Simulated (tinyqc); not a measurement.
Diffusion-limited precipitation (Ham) of oxygen in silicon, with curvature and internal gettering: one step, computed by the program tinyqc. Command: `OMP_NUM_THREADS=1 python tinyqc.py 3002327 3002328 out.jsonl oxyprecip walk`. One thread of a shared host (Intel(R) Xeon(R) Processor @ 2.30GHz), about 0.03 s of CPU time with the checks.

N equal spheres grow from a supersaturated solution; each draws the steady flux of an isolated sphere, and the matrix concentration C falls as they grow.

Problem. Gettering of a fast metal. The precipitates act as perfect sinks: tau_g = 1/(4 pi N r D_m) with r after the time t, D_m = prefactor x exp(-energy/(k_B T_g)); mean spacing N^(-1/3). Temperatures in kelvin are T(C) + 273.15.

Inputs (values chosen for the exercise, modelled on interstitial oxygen and iron in Czochralski silicon):
```
quantity                     value    unit
precipitate density N        1e+09  1/cm^3
temperature T                 1125       C
metal diffusion prefactor  0.00094  cm^2/s
metal diffusion energy       0.676      eV
gettering temperature T_g      300       C
```

radius r = 111.6384 nm

Constants: k_B = 8.617333262e-05 eV/K.

Give: metal diffusivity D_m; gettering time tau_g; mean spacing.

Solution.

metal diffusivity D_m = 1.069e-09 cm^2/s

gettering time tau_g = 6668 s

mean spacing = 10 um

Caution: one size class, no nucleation, no strain and no self-interstitials: real distributions coarsen, and the sinks work only while the metal is supersaturated.
